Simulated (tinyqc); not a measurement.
CCSD on RHF in the sto-3g basis, for H6, spin multiplicity 1, step by step. One step of it, computed by the program tinyqc.

Task: Iteration 8 (converged): orbitals. Diagonalise F' = X^T F X, C = X C', fill 3 alpha and 3 beta electrons from the bottom; D = 2 C_occ C_occ^T. Each column has its largest component positive (the first on a tie).

converged F (hartree):
```
,1H 1s,2H 1s,3H 1s,4H 1s,5H 1s,6H 1s
1H 1s,-0.304693,-0.541217,-0.145020,-0.018871,0.000046,-0.004422
2H 1s,-0.541217,-0.367949,-0.334455,-0.144720,-0.018962,0.000046
3H 1s,-0.145020,-0.334455,-0.374029,-0.549331,-0.144720,-0.018871
4H 1s,-0.018871,-0.144720,-0.549331,-0.374029,-0.334455,-0.145020
5H 1s,0.000046,-0.018962,-0.144720,-0.334455,-0.367949,-0.541217
6H 1s,-0.004422,0.000046,-0.018871,-0.145020,-0.541217,-0.304693
```

X:
```
,1,2,3,4,5,6
1H 1s,0.482758,-0.734865,0.638113,0.442548,0.373257,0.197028
2H 1s,-0.802138,0.884367,-0.424015,0.225310,0.389583,0.280586
3H 1s,1.083933,-0.294188,-0.597982,-0.428147,0.122062,0.351312
4H 1s,-1.083933,-0.294188,0.597982,-0.428147,-0.122062,0.351312
5H 1s,0.802138,0.884367,0.424015,0.225310,-0.389583,0.280586
6H 1s,-0.482758,-0.734865,-0.638113,0.442548,-0.373257,0.197028
```

Give: F' = X^T F X; orbital energies; coefficients C; D after iteration 8.

Result:

F' = X^T F X (hartree):
```
,1,2,3,4,5,6
1,1.0571,0.0000,0.0168,0.0000,0.0368,0.0000
2,0.0000,0.6649,0.0000,-0.0642,0.0000,0.0079
3,0.0168,0.0000,0.3413,0.0000,-0.0064,0.0000
4,0.0000,-0.0642,0.0000,-0.4056,0.0000,0.0085
5,0.0368,0.0000,-0.0064,0.0000,-0.5583,0.0000
6,0.0000,0.0079,0.0000,0.0085,0.0000,-0.6668
```

orbital energies (hartree): MO1 -0.6672, MO2 -0.5592, MO3 -0.4091, MO4 0.3409, MO5 0.6687, MO6 1.0583

coefficients C:
```
,MO1,MO2,MO3,MO4,MO5,MO6
1H 1s,0.1874,0.3669,-0.4047,0.6238,-0.7588,0.5057
2H 1s,0.2660,0.4046,-0.2870,-0.4086,0.8709,-0.8027
3H 1s,0.3680,0.0928,0.4325,-0.6237,-0.2662,1.0723
4H 1s,0.3680,-0.0928,0.4325,0.6237,-0.2662,-1.0723
5H 1s,0.2660,-0.4046,-0.2870,0.4086,0.8709,0.8027
6H 1s,0.1874,-0.3669,-0.4047,-0.6238,-0.7588,-0.5057
```

D after iteration 8:
```
,1H 1s,2H 1s,3H 1s,4H 1s,5H 1s,6H 1s
1H 1s,0.6670,0.6289,-0.1440,-0.2802,0.0350,0.1284
2H 1s,0.6289,0.6336,0.0226,-0.1275,-0.0211,0.0350
3H 1s,-0.1440,0.0226,0.6620,0.6276,-0.1275,-0.2802
4H 1s,-0.2802,-0.1275,0.6276,0.6620,0.0226,-0.1440
5H 1s,0.0350,-0.0211,-0.1275,0.0226,0.6336,0.6289
6H 1s,0.1284,0.0350,-0.2802,-0.1440,0.6289,0.6670
```
